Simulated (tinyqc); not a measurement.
## Length offset and series resistance from crossing lines

Inverse problem. R_total = Rs + k (L - dL)/Vo with constant Rs, dL and k. Find k, dL and Rs.

R_total at (L, Vo) = (60, 0.39), (120, 0.39), (60, 0.81) and (120, 0.81), L in nm and Vo in V (ohm um): [260.76923, 445.38462, 182.59259, 271.48148]

Solution. At each overdrive R is a straight line in L with slope k/Vo; the two lines cross at L = dL, R = Rs.

k = 1.200 ohm um V/nm
dL = 11.00 nm
Rs = 110.0 ohm um

Computed by the program tinyqc: `OMP_NUM_THREADS=1 python tinyqc.py 2282201 2282202 out.jsonl`, one thread of a shared Intel Xeon 2.30GHz, about 0.03 s for the whole run.
